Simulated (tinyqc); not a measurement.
Short-channel transistor, virtual-source model with series resistance: one step of the calculation.

The current per gate width is the charge at the top of the source barrier (the virtual source) times its velocity times a saturation function; al and be are fitting constants of the model. Units: I in uA/um, Rs in ohm um, so I Rs = 1e-6 I Rs in volts; Q in uC/cm^2, so I = 1e-4 Q vx0 Fsat with vx0 in cm/s.

Task. Current through the series resistance. Intrinsic voltages Vg' = Vgs - I Rs, Vd' = Vds - 2 I Rs. n = n0 + nd Vd', VT = VT0 - dl Vd', Ff = 1/(1 + exp((Vg' - VT + al Vt/2)/(al Vt))), Q = Cinv n Vt ln(1 + exp((Vg' - VT + al Vt Ff)/(n Vt))), Vdsat = (vx0 L/mu)(1 - Ff) + Vt Ff, Fsat = u/(1 + u^be)^(1/be) with u = Vd'/Vdsat, and I(out) = Q vx0 Fsat per width. (Fsat takes the sign of u.) I(new) = I + 0.5 (I(out) - I).

Parameters, values chosen for the exercise:
- T = 300 K (temperature)
- Cinv = 3.88 uF/cm^2 (inversion capacitance)
- vx0 = 5.02e6 cm/s (velocity at the virtual source)
- mu = 390 cm^2/(V s) (apparent mobility)
- L = 16 nm (channel length)
- VT0 = 0.383 V (threshold at zero drain voltage)
- dl = 0.187 V/V (drain-induced barrier lowering)
- n0 = 1.31 (subthreshold factor)
- nd = 0.05 1/V (growth of n with drain voltage)
- al = 3.5 (threshold shift (in units of Vt) from weak to strong inversion)
- be = 2 (sharpness of saturation)
- Rs = 30 ohm um (series resistance of each contact)
- Vgs = 0.75 V (gate voltage)
- Vds = 0.05 V (drain voltage)

Constants: q = 1.602176634e-19 C, kB = 1.380649e-23 J/K, Vt = kB T/q. Results are converted to the units shown.

I at the start = 0 uA/um

Wanted: Vg'; Vd'; VT; Ff; Q; Vdsat; Fsat; I(out); I after iteration 1.

Result.

Vg' = 0.7500 V
Vd' = 0.05000 V
VT = 0.3736 V
Ff = 0.009383
Q = 1.464 uC/cm^2
Vdsat = 0.02064 V
Fsat = 0.9243
I(out) = 679.1 uA/um
I after iteration 1 = 339.5 uA/um

Program tinyqc, `OMP_NUM_THREADS=1 python tinyqc.py 2380121 2380122 out.jsonl`; Intel Xeon 2.30GHz, shared host, one thread, about 0.01 s.
